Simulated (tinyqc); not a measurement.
Raman shift of the zone-centre optical phonon of a diamond-structure crystal under stress: one step, computed by the program tinyqc.

Axes x, y, z are the cube axes. Strain shifts the threefold optical mode and can split it; p, q and r are the phonon deformation potentials.

Task: The line seen from a (001) surface. Backscattering from a (001) surface: incident polarisation (cos phi, sin phi, 0). With Raman tensors (R_z)_xy = (R_z)_yx = 1 and cyclic, only the z component u_z of a mode counts: I = u_z^2 sin^2(2 phi) for parallel and u_z^2 cos^2(2 phi) for crossed polarisers. An unresolved line sits at the intensity-weighted shift, which is M_zz/(2 omega_0).

Inputs (values chosen for the exercise, modelled on diamond): stress sigma (tension positive) = -1.9 GPa; polarisation angle phi = 30 degree.

Stress state: uniaxial. Axis: [111].

M/(2 omega_0) (1/cm), rows x, y, z:
$$\begin{pmatrix}
1.969962 & 1.355758 & 1.355758 \\
1.355758 & 1.969962 & 1.355758 \\
1.355758 & 1.355758 & 1.969962
\end{pmatrix}$$

Give: total intensity, parallel; total intensity, crossed; shift of the observed line; shift per stress; stress per shift.

Result:

total intensity, parallel = 0.75

total intensity, crossed = 0.25

shift of the observed line = 1.970 1/cm

shift per stress = -1.037 1/(cm GPa)

stress per shift = -964.5 MPa cm

Shear mixes z with x and y, so the line is a blend of modes with different shifts. Caution: the modes that take part are split by more than a line width, so two lines are seen and not one at the mean. Caution: this stress has components normal to the (001) face, so it cannot reach a free (001) surface; it can act on buried material.
